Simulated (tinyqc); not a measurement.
Read current of a NAND string, cells in series solved by shooting: one step of the calculation.

Cells in series, numbered from 0 at the source line (0 V) to the bit line, each followed by a gap resistance Rg. A cell with gate Vg, threshold VT, source Vs and drain Vd passes I = 2 nf K Vt^2 [F(Vs) - F(Vd)]/(1 + th max(Vg - VT, 0)), F(V) = ln^2(1 + exp((Vg - VT - nf V)/(2 nf Vt))). The selected cell has Vg = Vr, the others Vg = Vp.

Task. Node voltages for a trial current. For a trial current I start at 0 V and, cell by cell (the selected one is cell 2), solve for the drain: sqrt(F(Vd)) = sqrt(F(Vs) - I/k), k = 2 nf K Vt^2/(1 + th max(Vg - VT, 0)), Vd = [Vg - VT - 2 nf Vt ln(exp(sqrt F) - 1)]/nf, then add I Rg.

Inputs (values chosen for the exercise); values of the order met in vertical NAND strings:

| symbol | value | unit | meaning |
|---|---|---|---|
| T | 300 | K | temperature |
| K | 7.4 | uA/V^2 | gain factor of a cell |
| nf | 1.3 |  | slope factor |
| th | 0.17 | 1/V | mobility reduction factor |
| Rg | 5.5 | kohm | resistance of the gap between cells |
| Vbl | 0.7 | V | bit-line voltage |
| Vp | 6 | V | pass voltage |
| Vr | 3.93 | V | read voltage on the selected word line |

Constants: q = 1.602176634e-19 C, kB = 1.380649e-23 J/K, Vt = kB T/q. Results are converted to the units shown.

second trial current = 1.4 uA
thresholds from the source end, cell 0 to 4 (V): 3.4  -1  2.2  3.4  3.4

Give: node voltage after each cell and gap, trial 2.

Result.

node voltage after each cell and gap, trial 2, cell 0 to 4 (V): 0.11553  0.18407  0.36984  0.51180  0.66791

Computed by the program tinyqc: `OMP_NUM_THREADS=1 python tinyqc.py 2142157 2142158 out.jsonl`, one thread of a shared Intel Xeon 2.30GHz, about 0.8 s for the whole run.
